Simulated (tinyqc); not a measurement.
Tunnelling through a gate dielectric, WKB transmission and Tsu-Esaki current: a Fowler-Nordheim plot.

Electrons leave the emitter at x = 0. Energies E (motion across the layers) are in eV from the emitter Fermi level; the collector Fermi level lies at -V and offers states at every E. No charge in the dielectric and no image force: F1 = V/t1, U = phi1 - F1 x. With C = hbar^2/(2 m0), kappa = sqrt(m (U - E)/C) where U > E and 0 elsewhere; T(E) = exp(-S), S = 2 times the integral of kappa over x.

The thickness is set to t1 = 6.9 nm and V = F t1. Each layer adds (2/F) sqrt(m/C) [G(u at its left edge) - G(u at its right edge)] to S, with u = U - E (0 where negative) and G(u) = (2/3) u^1.5. J = J0 times the integral of T(E) N(E) dE, N = ln[(1 + exp(-E/Vt))/(1 + exp((-E - V)/Vt))], J0 = q^2 me m0 kB T/(2 pi^2 hbar^3) (times 1e-4 for A/cm^2 per eV), from E = -Ef to far above the barrier (T = 1 there), by quadrature converged to the digits shown. The closed formula is J = A F^2 exp(-B/F), A = q^2 me/(16 pi^2 hbar m1 phi1) (A/V^2 with phi1 in volts), B = (4/3) sqrt(m1/C) phi1^1.5 (V/nm), C = hbar^2/(2 m0); it assumes zero temperature, a deep Fermi sea and S linear in E.

Values chosen for this exercise; dielectric values close to those of silicon dioxide: temperature T = 300 K; Fermi energy of the emitter above its band bottom Ef = 2.1 eV; emitter mass in the supply function me = 0.4 m0; barrier of layer 1 above the emitter Fermi level at zero bias phi1 = 3.12 eV; tunnelling mass of layer 1 m1 = 0.51 m0.

Constants: q = 1.602176634e-19 C, kB = 1.380649e-23 J/K, hbar = 1.054571817e-34 J s, m0 = 9.1093837015e-31 kg, Vt = kB T/q, hbar^2/(2 m0) = 0.0380998212 eV nm^2. Results are converted to the units shown.

A Fowler-Nordheim plot:
```
F (V/nm)  J (A/cm^2)  J by the formula (A/cm^2)  ln(J/F^2), F in V/cm
0.6        8.471e-13                  4.845e-13                -59.01
0.71        1.023e-9                  7.019e-10                -52.25
0.83        2.965e-7                   2.288e-7                -46.89
0.94        1.571e-5                   1.299e-5                -43.17
1.06        4.829e-4                   4.209e-4                -39.99
1.17        0.006165                   0.005565                -37.64
1.29         0.06169                    0.05736                -35.53
1.4           0.3658                     0.3474                -33.91
```

The slope of ln(J/F^2) against 1/F between the end rows is -26.35 V/nm, against B = 26.88 V/nm; read as B it gives phi1 = 3.08 eV. The integrated current is 75 % above the formula in the first row and 5.3 % above it in the last. The excess in the first row is thermal: at 20 K it is gone. In 4 of the 8 rows the field exceeds 10 MV/cm (up to 14.0), more than most dielectrics sustain; the model ignores breakdown.

Numbers from tinyqc (`OMP_NUM_THREADS=1 python tinyqc.py 2540172 2540173 out.jsonl`; about 0.04 s on one thread of a shared Intel Xeon 2.30GHz).
